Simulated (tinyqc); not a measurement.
# Threshold-voltage variability of a planar MOSFET, analytic estimates: effect of the channel doping

Three independent sources add in quadrature: random dopants in the depleted layer, metal-gate grains of two orientations, and roughness of the two gate edges acting through the roll-off VT = VT(long) - Vr exp(-L/l). These are first-order estimates: no three-dimensional electrostatics, no percolation.

ni = sqrt(Nc Nv) exp(-Eg/(2 Vt)), Eg in volts; Cox = 3.9 eps0/ti; Wd = sqrt(4 eps0 eps_r Vt ln(Na/ni)/(q Na)); dopants: s1 = (q/Cox) sqrt(Na Wd/(3 L W)). Grains: Ng = L W/G^2 (at least 1), s2 = dW sqrt(p (1 - p)/Ng). Edges, with exponential correlation and u = W/La: the mean gate length has sL^2 = 2 De^2 (2/u)[1 - (1 - exp(-u))/u]; s3 = sL (Vr/l) exp(-L/l). s = sqrt(s1^2 + s2^2 + s3^2). l and Vr are held fixed.

Inputs (values chosen for the exercise); material values those of a made-up semiconductor: temperature T = 400 K; band gap Eg = 1.1 eV; relative permittivity of the semiconductor eps_r = 10.9; conduction-band density of states at T Nc = 4.02e19 cm^-3; valence-band density of states at T Nv = 5.23e19 cm^-3; oxide-equivalent thickness in inversion ti = 1.1 nm; gate length L = 25 nm; gate width W = 95 nm; metal grain size G = 10 nm; work-function difference of the two grain orientations dW = 0.3 eV; share of the orientation of higher work function p = 0.3; rms roughness of one gate edge De = 0.9 nm; correlation length of the roughness La = 30 nm; decay length of the threshold roll-off l = 7 nm; prefactor of the roll-off Vr = 1 V.

Constants: q = 1.602176634e-19 C, kB = 1.380649e-23 J/K, Vt = kB T/q, eps0 = 8.8541878128e-14 F/cm where lengths are in cm. Results are converted to the units shown.

The same in every row: s2 (mV) = 28.210; s3 (mV) = 3.3931.

Result of one run:
```
s1 (mV)  s (mV)  s sqrt(L W) (mV um)
10.209   30.191               1.4713
```

Which channel doping Na gave this result: 1.5e17, 8.2e17, 1.5e18, 4.5e18 or 8e18 cm^-3?

Na = 8.2e17 cm^-3.

The whole series:
```
Na (cm^-3)  s1 (mV)  s (mV)  s sqrt(L W) (mV um)
1.5e17       6.4249  29.130               1.4196
2.6e17       7.4692  29.378               1.4317
4.7e17       8.7772  29.738               1.4492
8.2e17       10.209  30.191               1.4713
1.5e18       12.020  30.851               1.5035
2.6e18       13.941  31.649               1.5424
4.5e18       16.155  32.685               1.5928
8e18         18.848  34.096               1.6616
```

As Na goes from 1.5e17 to 8e18 cm^-3, s rises from 29.1 to 34.1 mV. The grains are the largest source in the first and the last row. s1 goes on average as Na^(0.27), near the 1/4 expected from Na Wd. For Na = 1.5e17 to 1.5e18 cm^-3 the depletion depth exceeds L, so source and drain share much of the charge and s1 is rough.

Computed by the program tinyqc: `OMP_NUM_THREADS=1 python tinyqc.py 2090098 2090099 out.jsonl`, one thread of a shared Intel Xeon 2.30GHz, about 0.01 s for the whole run.
